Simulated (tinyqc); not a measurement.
Bound state in one dimension: Numerov shooting, finite differences, DVR, step by step. Computed by tinyqc, a small Python program that keeps every step. Settings: points = 64. Command: `OMP_NUM_THREADS=1 python tinyqc.py 24388 24389 out.jsonl` (the two numbers bound the seeds that draw the settings). One thread of a shared host (Intel(R) Xeon(R) Processor @ 2.60GHz), about 0.01 s of CPU time with the checks.

## Numerov steps at E = -13.29

One particle of mass 1 in V = -13.56 exp(-x^2/2.12^2) (atomic units), psi = 0 at both ends:
```
parameter                value
left end                    -7
right end                    7
intervals                   64
h                     0.218750
state sought (nodes)         0
```

k_i = 2 m (E - V_i); (1 + h^2 k_(i+1)/12) y_(i+1) = 2 (1 - 5 h^2 k_i/12) y_i - (1 + h^2 k_(i-1)/12) y_(i-1), from y_0 = 0, y_1 = 0.001.

Points along the way:
```
i           x          V           k               y
0   -7.000000  -0.000250  -26.579501        0.000000
1   -6.781250  -0.000488  -26.579023        0.001000
2   -6.562500  -0.000935  -26.578130        0.003423
3   -6.343750  -0.001752  -26.576496        0.010714
4   -6.125000  -0.003215  -26.573571        0.033246
5   -5.906250  -0.005773  -26.568453        0.103060
21  -2.406250  -3.739103  -19.101794  4557694.845500
22  -2.187500  -4.675945  -17.228110        1.19e+07
23  -1.968750  -5.724315  -15.131369        2.94e+07
24  -1.750000  -6.860091  -12.859817        6.91e+07
25  -1.531250  -8.048009  -10.483982        1.52e+08
26  -1.312500  -9.242707   -8.094586        3.13e+08
```

## Bisection on the node count

With more sign changes than the state has nodes (the last point included) the energy is too high, else too low; the bracket starts as -13.29 to -0.05.

Trials:
```
trial             E  sign changes  y at the right end   next
1       -6.67000000             3           -5.38e+11  lower
2       -9.98000000             2            9.61e+15  lower
3      -11.63500000             1           -1.61e+19  lower
4      -12.46250000             0            4.35e+19  raise
5      -12.04875000             1           -3.50e+19  lower
6      -12.25562500             1           -2.74e+19  lower
7      -12.35906250             1           -4.96e+18  lower
8      -12.41078125             0            1.51e+19  raise
9      -12.38492187             0            4.14e+18  raise
10     -12.37199219             1           -6.22e+17  lower
11     -12.37845703             0            1.70e+18  raise
12     -12.37522461             0            5.28e+17  raise
13     -12.37360840             1           -5.07e+16  lower
14     -12.37441650             0            2.38e+17  raise
...             ...           ...                 ...    ...
29     -12.37375097             0            8.05e+12  raise
30     -12.37375095             0            3.66e+12  raise
31     -12.37375095             0            1.46e+12  raise
```

eigenvalue = -12.37375095 hartree

## The same grid by other methods

Three-point finite differences and the sine-DVR kinetic matrix of Colbert and Miller on the same points.

Lowest levels (hartree):
```
state  finite differences         DVR
0              -12.381735  -12.373633
1              -10.124857  -10.088102
2               -8.066346   -7.981593
```
